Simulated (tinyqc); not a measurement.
Oxidation of curved silicon (wires and holes): cylindrical Deal-Grove kinetics with stress-retarded reaction: one step, computed by the program tinyqc.

Silicon fills r < a and oxide a < r < b. One volume of silicon gives 2.25 volumes of oxide, and the length is fixed.

Problem. Rate at the start. Geometry: b^2 = b0^2 + 1.25 (a0^2 - a^2), b0 = a0 + x_i. Rate of oxide made per interface area: q = 1/[1/k + 2 a |ln(b/a)|/B], and |da/dt| = q/2.25. Reaction k = (B/A) exp(-sigma V_k/(k_B T)). New oxide pushes the old with radial speed u = 1.25 |da/dt| at r = a; the shear stress at radius r is s_c asinh(z a^2/r^2), z = 2 eta u/(a s_c) (Eyring flow), and the compressive normal stress at the interface is sigma = |int_a^b 2 s/r dr| = s_c |F(z) - F(z a^2/b^2)|, F(y) = int_0^y asinh(w)/w dw. q and sigma are solved together. 1 MPa angstrom^3 = 6.241509e-6 eV.

Inputs (values chosen for the exercise, close to those used for silicon in dry oxygen):

| quantity | value | unit |
|---|---|---|
| starting silicon radius a0 | 42 | nm |
| starting oxide x_i | 1 | nm |
| critical shear stress s_c | 93 | MPa |
| activation volume V_k | 5.3 | angstrom^3 |
| temperature T | 925 | C |

Shape: wire (convex).

B = 4982.784 nm^2/h

B/A = 19.98187 nm/h

low-stress viscosity eta = 2.212913e+15 Pa s

k_B T = 0.1032486 eV

Give: oxide radius b0; rate q without stress; normal stress sigma; factor on the reaction; rate q with stress.

Solution.

oxide radius b0 = 43 nm

rate q without stress = 19.825 nm/h

normal stress sigma = 38.551 MPa

factor on the reaction = 0.98772

rate q with stress = 19.583 nm/h
